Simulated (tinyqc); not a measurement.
From results back to parameters: Landau levels of a parabolic two-dimensional band. Two cases, with inputs chosen for the exercise.

Problem. The amplitude of Shubnikov-de Haas oscillations carries the factor X/sinh X with X = 2 pi^2 kB T/(hbar wc), hbar wc = 2 muB B_s/m. The ratio of the amplitudes at T2 and T1 was computed from a hidden mass.

Constants: kB = 8.617333262e-05 eV/K; muB = 5.788381798e-05 eV/T.

Find: X at T1; m.

Method. The ratio (T2/T1) sinh(X1)/sinh(X1 T2/T1) falls steadily with X1, so one X1 fits; m = X1 muB B_s/(pi^2 kB T1).

Case 1.

Values chosen (out of a larger set: near those of a two-dimensional electron gas in Ge (111); not measured data): T1 = 2.1 K (lower temperature); T2 = 3.8 K (higher temperature); B_s = 1.66 T (field of the oscillation).

A(T2)/A(T1) = 0.507984

Solution.

X at T1 = 1.513
m = 0.0814 m0

Case 2.

Values chosen (out of a larger set: near those of a two-dimensional electron gas in InGaAs; not measured data): T1 = 2.7 K (lower temperature); T2 = 6 K (higher temperature); B_s = 1.16 T (field of the oscillation).

A(T2)/A(T1) = 0.348021

Solution.

X at T1 = 1.474
m = 0.0431 m0

Computed by tinyqc, one run a case: `OMP_NUM_THREADS=1 python tinyqc.py N N+1 out.jsonl` with N = 1250654, 1250769; one thread of a shared Intel(R) Xeon(R) Processor @ 2.30GHz, about 0.01 s a run at most.
